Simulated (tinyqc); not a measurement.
# Thin-film transistor with exponential tail and deep states, accumulation layer, step by step

tinyqc, about 0.02 s, one thread, Intel Xeon 2.30GHz (shared host): `OMP_NUM_THREADS=1 python tinyqc.py 2610125 2610126 out.jsonl` Printed values are rounded.

An undoped film in accumulation, thicker than the space-charge layer. With band bending psi the Fermi level lies E0 - psi below the band edge. Free electrons n = n0 exp(psi/Vt) carry the current; electrons in two exponential distributions of traps, a = a0 exp(psi/Va) and d = d0 exp(psi/Vp), do not. Linear regime, ohmic contacts, traps in equilibrium.

Parameters, values chosen for the exercise; values close to those of amorphous indium gallium zinc oxide: temperature T = 290 K; relative permittivity of the semiconductor eps_r = 10; density of extended states Nc = 5.4e18 cm^-3; band mobility mb = 16 cm^2/(V s); total density of tail states Nt = 3.9e18 cm^-3; characteristic temperature of the tail Tt = 390 K; total density of deep states Nd = 7e16 cm^-3; characteristic temperature of the deep states Td = 2160 K; bulk Fermi level below the band edge E0 = 0.59 eV; gate capacitance Ci = 100 nF/cm^2; ratio W/L WL = 20; drain voltage Vd = 0.1 V; gate voltage above flat band Vg = 2.1 V.

Constants: q = 1.602176634e-19 C, kB = 1.380649e-23 J/K, Vt = kB T/q, eps0 = 8.8541878128e-14 F/cm where lengths are in cm. Results are converted to the units shown.

Range of the model: The th form assumes a Fermi level far below the band edge; at the surface it overcounts the filled tail by a factor of about 1.9.

## Bulk densities

Va = kB Tt/q, Vp = kB Td/q; n0 = Nc exp(-E0/Vt), a0 = Nt th(T/Tt) exp(-E0/Va), d0 = Nd th(T/Td) exp(-E0/Vp), th(x) = pi x/sin(pi x).

Va = 0.03360760 V
Vp = 0.1861344 V
th(T/Tt) = 3.239113
n0 = 3.013366e8 cm^-3
a0 = 3.000619e11 cm^-3
d0 = 3.030026e15 cm^-3

## Iteration 1: surface potential by Newton steps

psi at the start = 0.64 V

Va = kB Tt/q, Vp = kB Td/q. G(psi) = sum over the three kinds of c0 [V (exp(psi/V) - 1) - psi], field F = sqrt(2 q G/(eps0 eps_r)); Vg = psi + eps0 eps_r F/Ci at the surface. f = psi + eps0 eps_r F/Ci - Vg, f' = 1 + q rho/(Ci F) with rho = sum c0 (exp(psi/V) - 1); psi(new) = psi - f/f'.

F = 1023.137 kV/cm
f = 7.599047 V
f' = 151.2518
psi after iteration 1 = 0.5897590 V

## Iteration 2: surface potential by Newton steps

As before.

F = 452.6782 kV/cm
f = 2.497857 V
f' = 64.56432
psi after iteration 2 = 0.5510711 V

## Course of the iteration: surface potential by Newton steps

Stop when psi changes by less than 1e-10 V, or after 30 iterations. psi must stay between 0 and 5 V.

Course of the iteration:

| iteration | psi (V) | \|change\| (V) |
|---|---|---|
| 1 | 0.5897590 | 0.0502 |
| 2 | 0.5510711 | 0.0387 |
| 3 | 0.5321212 | 0.0189 |
| 4 | 0.5285801 | 3.54e-3 |
| 5 | 0.5284764 | 1.04e-4 |
| 6 | 0.5284763 | 8.56e-8 |
| 7 | 0.5284763 | 5.84e-14 |

Converged in 7 iterations. At the end the number of correct digits about doubles with each step.

## Free and total charge, current

psi_s = 0.5284763 V

Va = kB Tt/q, Vp = kB Td/q. G(psi) = sum over the three kinds of c0 [V (exp(psi/V) - 1) - psi], field F = sqrt(2 q G/(eps0 eps_r)); Vg = psi + eps0 eps_r F/Ci at the surface. Total charge Q = Ci (Vg - psi_s); free charge Qf = q times the integral of n0 (exp(psi/Vt) - 1)/F over psi from 0 to psi_s; I = (W/L) mb Qf Vd; effective mobility mb Qf/Q.

surface densities (cm^-3): free 4.604702e17, tail 2.025118e18, deep 5.182073e16
Q = 157.1524 nC/cm^2
Qf = 15.40722 nC/cm^2
effective mobility = 1.568641 cm^2/(V s)
I = 493.0311 nA

9.80 % of the induced charge is free, against 18.1 % of the electrons right at the surface.
